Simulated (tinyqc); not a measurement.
From results back to parameters: hole subbands of a hard-walled well, four-band Luttinger model. Four cases, with inputs chosen for the exercise.

Problem. At k = 0 in a hard-walled well HHn = c (g1 - 2 g2)(n pi/L)^2 - Z0 and LHn = c (g1 + 2 g2)(n pi/L)^2 + Z0, c = hbar^2/2m0. Two spacings were computed from hidden g1 and g2.

Constants: hbar^2/2m0 = 3.80998211 eV angstrom^2.

Case 1.

Values chosen (out of a larger set: near those of Ge; not measured data): L = 50 angstrom (well width along [001]); Z0 = 0 eV (shear strain energy).

HH2 - HH1 = 216.142 meV
LH1 - HH1 = 256.302 meV

Case 2.

Values chosen (out of a larger set: near those of Si; not measured data): L = 165 angstrom (well width along [001]); Z0 = 0 eV (shear strain energy).

HH2 - HH1 = 14.958 meV
LH1 - HH1 = 1.878 meV

Case 3.

Values chosen (out of a larger set: near those of InP; not measured data): L = 170 angstrom (well width along [001]); Z0 = 0.035 eV (shear strain energy).

HH2 - HH1 = 7.299 meV
LH1 - HH1 = 78.327 meV

Case 4.

Values chosen (out of a larger set: near those of InAs; not measured data): L = 165 angstrom (well width along [001]); Z0 = -0.0286 eV (shear strain energy).

HH2 - HH1 = 12.431 meV
LH1 - HH1 = -10.239 meV

Find: u = c (pi/L)^2; g2; g1.
Solution. HH2 - HH1 = 3u (g1 - 2 g2) and LH1 - HH1 = 4 u g2 + 2 Z0.

Case 1.

u = c (pi/L)^2 = 15.041 meV
g2 = 4.26
g1 = 13.31

Case 2.

u = c (pi/L)^2 = 1.381 meV
g2 = 0.34
g1 = 4.29

Case 3.

u = c (pi/L)^2 = 1.301 meV
g2 = 1.60
g1 = 5.07

Case 4.

u = c (pi/L)^2 = 1.381 meV
g2 = 8.50
g1 = 20.00

Computed by tinyqc, one run a case: `OMP_NUM_THREADS=1 python tinyqc.py N N+1 out.jsonl` with N = 1280415, 1280432, 1280439, 1280449; one thread of a shared Intel(R) Xeon(R) Processor @ 2.30GHz, about 0.2 s a run at most.
